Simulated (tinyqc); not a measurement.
Input admittance of a MOSFET at zero drain bias: distributed channel and distributed gate: two steps of the calculation.

Source and drain grounded, strong inversion, w = 2 pi f, Cox = eps0 eox/tox. The channel is an RC line of resistance 1/(mu Cox Vo) per square fed from both ends, so one finger has the intrinsic admittance y = i w Cox L tanh(g)/g per width, g = (1/2) sqrt(i w tau), tau = L^2/(mu Vo). The vertical resistance rv/L is in series with y, the overlaps 2 i w Cov in parallel: y_t = 1/(1/y + rv/L) + 2 i w Cov. The gate strip is a line of Rsh/L per length loaded by y_t, so a finger has Y = y_t Wf tanh(k)/k, k = (Wf/sd) sqrt(y_t Rsh/L); the device has Nf Y.

Parameters, values chosen for the exercise; values of the order met in silicon radio-frequency transistors: relative permittivity of the gate insulator (close to aluminium oxide) eox = 9.15; insulator thickness tox = 18 nm; channel length L = 1.3 um; finger width Wf = 0.86 um; number of fingers Nf = 64; channel mobility mu = 370 cm^2/(V s); gate overdrive Vo = 0.24 V; sheet resistance of the gate Rsh = 11 ohm/square; vertical resistivity of the gate stack rv = 0 ohm um^2; number of ends at which a finger is contacted sd = 2; overlap and fringe capacitance on each side Cov = 0.15 fF/um; frequency f = 1.9 GHz.

Constants: eps0 = 8.8541878128e-14 F/cm where lengths are in cm. Results are converted to the units shown.

Question 1. Low-frequency resistances and capacitance. Low-frequency limits, with c = Cox L and ct = c + 2 Cov: R_strip = Rsh Wf/(3 sd^2 L Nf), R_ch = (c/ct)^2 L/(12 mu Cox Vo Wf Nf), R_vert = (c/ct)^2 rv/(L Wf Nf), C = ct Wf Nf.

Give: parts; sum; C; 1/(2 pi R C).

Answer 1.

parts (ohm): strip 0.009475, channel 44.56, vertical 0
sum = 44.57 ohm
C = 338.6 fF
1/(2 pi R C) = 10.55 GHz

The channel term is the largest, 100 % of the sum.

Question 2. Input impedance of the device. k and Y as defined; Z = 1/(Nf Y) = R + 1/(i w C); Q = |Im Z|/R; signal at the point farthest from a contact |1/cosh k|.

y_t = 12.569092+70.578916i uS/um

Find: k; Nf Y; R; C; Q; signal at the far point.

Answer 2.

k = (8.1187+6.8006i) x 1e-3
Nf Y = 0.6919+3.8846i mS
R = 44.444 ohm
C = 335.72 fF
Q = 5.6141
signal at the far point = 0.99999

Program tinyqc, `OMP_NUM_THREADS=1 python tinyqc.py 2262137 2262138 out.jsonl`; Intel Xeon 2.30GHz, shared host, one thread, about 0.01 s.
